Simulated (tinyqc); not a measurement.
# Mass and degeneracy from charge and saturation current

Question. At high drain voltage only states moving towards the drain are filled: I = gv (2 q^2/h) Vt ln(1 + exp eta) and n = (N0/2) F_(-1/2)(eta), N0 = gv sqrt(2 m kB T/pi)/hbar, F_(-1/2)(x) = (1/sqrt(pi)) int_0^infinity u^(-1/2)/(1 + exp(u - x)) du. Find eta and m.

Inputs (values chosen for the exercise):

| symbol | value | unit | meaning |
|---|---|---|---|
| T | 200 | K | temperature |
| gv | 2 |  | valley degeneracy |

Constants: q = 1.602176634e-19 C, kB = 1.380649e-23 J/K, hbar = 1.054571817e-34 J s, h = 6.62607015e-34 J s, m0 = 9.1093837015e-31 kg, Vt = kB T/q. Results are converted to the units shown.

n = 5.3587639e6 cm^-1
I = 22.888539 uA

Answer. In one dimension the current holds no mass, so it gives eta directly; n then gives m.

eta = 8.57
m = 0.185 m0

tinyqc, about 0.04 s, one thread, Intel Xeon 2.30GHz (shared host): `OMP_NUM_THREADS=1 python tinyqc.py 2400054 2400055 out.jsonl`
